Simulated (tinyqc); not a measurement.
A particle near a wafer in liquid: double-layer and van der Waals forces (DLVO), deposition barrier and removal: one step, computed by the program tinyqc.

Sphere and flat wall, Derjaguin approximation, constant potentials in the linear-superposition form, no retardation and no hydration force.

Problem. Screening. kappa^2 = 2 z^2 e^2 N_A (1000 c)/(eps eps_0 k_B T); gamma_i = tanh(z e psi_i/(4 k_B T)); Z = 64 pi eps eps_0 (k_B T/(z e))^2 gamma_1 gamma_2.

Inputs (values chosen for the exercise, of the order of those for silica on silicon in water):

| quantity | value | unit |
|---|---|---|
| particle radius R | 46 | nm |
| potential of the particle psi_1 | -60 | mV |
| potential of the wafer psi_2 | -40 | mV |
| salt concentration c | 0.025 | mol/L |
| valence z of the symmetric salt | 1 | - |
| temperature T | 293 | K |
| dielectric constant of the liquid | 80.2 | - |

Constants: e = 1.602176634e-19 C; N_A = 6.02214076e+23 1/mol; eps_0 = 8.8541878128e-12 F/m; k_B = 1.380649e-23 J/K; k_B = 8.617333262e-05 eV/K.

Give: kappa; Debye length; gamma_1; gamma_2; Z; kappa R.

Solution.

kappa = 0.5187 1/nm

Debye length = 1.928 nm

gamma_1 = -0.5328

gamma_2 = -0.3766

Z = 18.26 pN

kappa R = 23.86

Like signs: the double layers repel.
